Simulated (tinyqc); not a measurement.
Single-oscillator infrared dielectric function of a polar cubic crystal: one step, computed by the program tinyqc.

One ion pair, charges +Z* and -Z*, in a cell of volume Omega = a^3/4. Frequencies omega are given as wavenumbers (1/cm); eps_s is the static dielectric constant.

Question. Plasma frequency and its damping. omega_p^2 = N e^2/(eps_0 eps_inf m*), gamma_p = e/(m* x mobility), both divided by 2 pi c (c in cm/s) to give 1/cm. m* is held constant, though in narrow-gap crystals it rises with N at high doping.

Inputs (values chosen for the exercise, for a model crystal): eps_inf = 7.19; carrier density N = 2.3e+18 1/cm^3; carrier mass m* = 0.43 m_0; carrier mobility = 83 cm^2/(V s).

Structure: rock salt. Free carriers: present.

Constants: e = 1.602176634e-19 C; eps_0 = 8.8541878128e-12 F/m; m_0 = 9.1093837015e-31 kg; c = 299792458 m/s.

Give: omega_p; gamma_p.

Answer.

omega_p = 258.32 1/cm

gamma_p = 261.62 1/cm

Caution: gamma_p is not small against omega_p, so the plasmon is strongly damped and a plasmon-like coupled mode marks no sharp feature.
